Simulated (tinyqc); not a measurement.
The window of frequencies: the 3-omega method: a line heater on a substrate with a thin film. Computed by tinyqc, a small Python program. Command: `OMP_NUM_THREADS=1 python tinyqc.py 3007259 3007260 out.jsonl threeomega walk`. One thread of a shared host (Intel(R) Xeon(R) Processor @ 2.30GHz), about 0.01 s of CPU time with the checks.

A current at angular frequency omega = 2 pi f heats the line at 2 omega with the amplitude P per length; the temperature swing Delta T at 2 omega gives a voltage at 3 omega. The substrate is taken as semi-infinite and isotropic, and the heat capacity of heater and film is left out.

Inputs (values chosen for the exercise, modelled on hafnia on silicon carbide):

| quantity | value | unit |
|---|---|---|
| substrate conductivity kappa | 395 | W/(m K) |
| substrate heat capacity C | 2.12 | 1e6 J/(m^3 K) |
| heater half-width b | 7.4 | micrometre |
| power amplitude per length P | 30 | W/m |
| current frequency f | 1700 | Hz |
| substrate thickness d_s | 300 | micrometre |

Method:
- D = kappa/C; q = sqrt(2 i omega/D); penetration depth 1/|q| = sqrt(D/(2 omega)).
- Delta T_s = (P/(pi kappa)) int_0^infinity (sin x/x)^2 / sqrt(x^2 + (q b)^2) dx with (q b)^2 = i |q b|^2, averaged over the heater width (12 Gauss-Legendre points on each of the pieces 0, 14 log-spaced edges from 1e-5 to 1, and multiples of pi to 40 pi; the tail adds 1/(4 (40 pi)^2)).
- For |q| b much below 1: Delta T_s = (P/(pi kappa)) [-ln(|q| b) + eta - i pi/4], eta = 3/2 - C_E = 0.92278, with Euler's C_E = 0.5772157.
- The slope value uses each f and 2f: kappa = P ln 2/(2 pi [Delta T(f) - Delta T(2f)]).

diffusivity D = 186.321 mm^2/s

Bare substrate:

| f (Hz) | penetration depth (micrometre) | \|q\| b | in-phase (K) | out-of-phase (K) | narrow-line form (K) | kappa from the slope (W/(m K)) |
|---|---|---|---|---|---|---|
| 2.7 | 2343.4 | 0.0031578 | 0.16151 | -0.018987 | 0.16151 | 395.00 |
| 27 | 741.04 | 0.0099859 | 0.13368 | -0.018985 | 0.13367 | 395.01 |
| 270 | 234.34 | 0.031578 | 0.10584 | -0.018969 | 0.10584 | 395.15 |
| 1400 | 102.91 | 0.071907 | 0.085964 | -0.018912 | 0.085948 | 395.77 |
| 5400 | 52.400 | 0.14122 | 0.069693 | -0.018749 | 0.069630 | 397.93 |
| 27000 | 23.434 | 0.31578 | 0.050482 | -0.018117 | 0.050176 | 409.24 |
| 110000 | 11.610 | 0.63739 | 0.034366 | -0.016554 | 0.033197 | 449.91 |
| 540000 | 5.2400 | 1.4122 | 0.018634 | -0.012652 | 0.013964 | 637.32 |
| 2.70e+06 | 2.3434 | 3.1578 | 0.0085095 | -0.0072915 | -0.0054902 | 1325.5 |
| 1.60e+07 | 0.96264 | 7.6872 | 0.0034931 | -0.0032886 | -0.026998 | 3234.8 |

The slope gives kappa within 1 % up to |q| b = 0.14 (f = 5400 Hz) among these rows. The penetration depth stays under d_s/5 = 60 micrometre from f = 5400 Hz up, so that row alone meets both conditions. At high f the flow turns one-dimensional: in-phase and out-of-phase parts become equal in size (ratio 0.94 in the last row) and fall as f^(-1/2) (exponent -0.50). Caution: the penetration depth exceeds a fifth of the substrate thickness, so the back face is felt and the semi-infinite formula fails.
